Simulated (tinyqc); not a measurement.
Worked calculation: Hubbard chain of 2 sites. One step of it, computed by the program tinyqc.

Question. The many-body Hamiltonian. Basis: all placements (u, d, 2, 0 on each site), up operators ordered before down ones; hops carry the sign of the same-spin electrons passed.

one-body matrix (hopping and site energies) (eV), order 1, 2:
$$\begin{pmatrix}
0.000000 & -1.800000 \\
-1.800000 & 0.000000
\end{pmatrix}$$

U = 1.600000 eV

electrons, up and down: [1, 1]

Give: H.

Answer.

H (eV), order 20, ud, du, 02:
$$\begin{pmatrix}
1.6000 & -1.8000 & -1.8000 & 0.0000 \\
-1.8000 & 0.0000 & 0.0000 & -1.8000 \\
-1.8000 & 0.0000 & 0.0000 & -1.8000 \\
0.0000 & -1.8000 & -1.8000 & 1.6000
\end{pmatrix}$$
